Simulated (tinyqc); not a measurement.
Harmonic transition-state theory with quantum, tunnelling and friction corrections. Changing the imaginary frequency at the saddle nu_b. Computed by tinyqc, a small Python program. Command: `OMP_NUM_THREADS=1 python tinyqc.py 3025128 3025129 out.jsonl rates sweep`. One thread of a shared host (Intel(R) Xeon(R) Processor @ 2.30GHz), about 0.02 s of CPU time with the checks.

One atom hops between equivalent sites; three modes at the minimum and two real modes at the saddle are treated as harmonic, the rest of the crystal as unchanged; melting is ignored, so hot rows may lie above the melting point.

Inputs (values chosen for the exercise, modelled on interstitial hydrogen in silicon): barrier E_b = 0.498 eV; temperature T = 258 K.

Lattice of sites: three-dimensional.

Constants: h x 1 THz = 4.135667696 meV; k_B = 8.617333262e-05 eV/K.

Method. With u = h nu_b/(k_B T): Wigner factor 1 + u^2/24; parabolic barrier (Bell) (u/2)/sin(u/2), valid above T_c = h nu_b/(2 pi k_B); symmetric Eckart barrier: kappa = int_0^infinity P(E) exp(-(E - E_b)/(k_B T)) dE/(k_B T), P = (cosh 2a - 1)/(cosh 2a + cosh 2d), a = alpha sqrt(E/E_b), alpha = 2 pi E_b/(h nu_b), 2d = 2 sqrt(alpha^2 - pi^2/4).

One run for each value:

| imaginary frequency at the saddle nu_b (THz) | Eckart factor | Wigner factor | crossover temperature T_c (K) |
|---|---|---|---|
| 11 | 1.2047e+00 | 1.1745 | 84.02 |
| 14 | 1.3577e+00 | 1.2826 | 106.94 |
| 18 | 1.6780e+00 | 1.4671 | 137.49 |
| 23 | 2.4070e+00 | 1.7627 | 175.68 |
| 30 | 4.9393e+00 | 2.2976 | 229.15 |
| 38 | 1.5696e+01 | 3.0819 | 290.25 |
| 49 | 1.1301e+02 | 4.4617 | 374.27 |
| 64 | 1.6032e+03 | 6.9055 | 488.85 |

Describe and explain the trends.

Over the rows, Eckart factor rises from 1.20 to 1600 (exponent d ln y / d ln x 0.50 between the first rows and 9.9 between the last); Wigner factor rises from 1.17 to 6.91 (exponent d ln y / d ln x 0.37 between the first rows and 1.6 between the last); crossover temperature T_c (K) rises from 84.0 to 489 (exponent d ln y / d ln x about 1.0 throughout). The exponent of crossover temperature T_c stays at 1: T_c = h nu_b/(2 pi k_B). A larger nu_b means a narrower barrier of the same height.

Caution (rows 38.0, 49.0, 64.0): below T_c a separable one-dimensional factor on the uncorrected barrier is unreliable.

Extremes, crossings and ranges named in words are read from the listed rows.
